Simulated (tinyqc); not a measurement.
# Cell and bit-line capacitance from two signals

Inverse problem. In a DRAM a freshly written one gives the bit-line signal (Vd/2) Cs/(Cs + Cb). Find Cs and Cb.

Values chosen for this exercise: array voltage Vd = 1.1 V.

signal of a fresh one without and with 20 fF added to the bit line (mV): 110  78.571429

Answer. (Vd/2)/signal = 1 + Cb/Cs, and the added capacitance raises it by its ratio to Cs.

Cs = 10.0 fF
Cb = 40.0 fF

tinyqc, about 0.01 s, one thread, Intel Xeon 2.30GHz (shared host): `OMP_NUM_THREADS=1 python tinyqc.py 2130139 2130140 out.jsonl`
